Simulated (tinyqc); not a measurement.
Smearing for a one-band metal on the fcc lattice: one step. Occupations and energies.

With x = (E_k - mu)/sigma: Fermi-Dirac f = 1/(1 + exp(x)), s = -f ln f - (1 - f) ln(1 - f). With weights w = points/N^d (d the dimension), mu solves 2 sum w f = ne; E = 2 sum w f E_k, S = 2 sum w s, F = E - sigma S.

Parameters, chosen for this exercise: ne = 1.35 (electrons per cell); sigma = 0.036 eV (width).

Distinct levels:
```
E_k (eV)   points
-4.320000       1
-2.160000       8
-1.440000       6
0.000000       16
0.720000       24
1.440000        9
```

Question. Converge mu, then list x, f and s of each level and form the sums.

Give: mu; x, f and s of each level; E; S; F; (E + F)/2.

Answer.

mu = 0.7212 eV

x, f and s of each level:
```
E_k (eV)        x       f       s
-4.3200   -140.03  1.0000  0.0000
-2.1600    -80.03  1.0000  0.0000
-1.4400    -60.03  1.0000  0.0000
0.0000     -20.03  1.0000  0.0000
0.7200      -0.03  0.5083  0.6930
1.4400      19.97  0.0000  0.0000
```

E = -0.6705 eV
S = 0.5198
F = -0.6892 eV
(E + F)/2 = -0.6799 eV

Levels with f between 0.001 and 0.999: 1. (E + F)/2 removes the term in sigma^2 for this scheme. That argument needs a smooth density of states, and the number of distinct levels within 2 sigma of mu is only 1, so it may fail on this mesh.

Computed by tinyqc, a small Python program: `OMP_NUM_THREADS=1 python tinyqc.py 1681292 1681293 out.jsonl` (the numbers bound the seed that draws the inputs); one thread of a shared host (Intel(R) Xeon(R) Processor @ 2.30GHz), about 0.2 s for the whole set of steps.
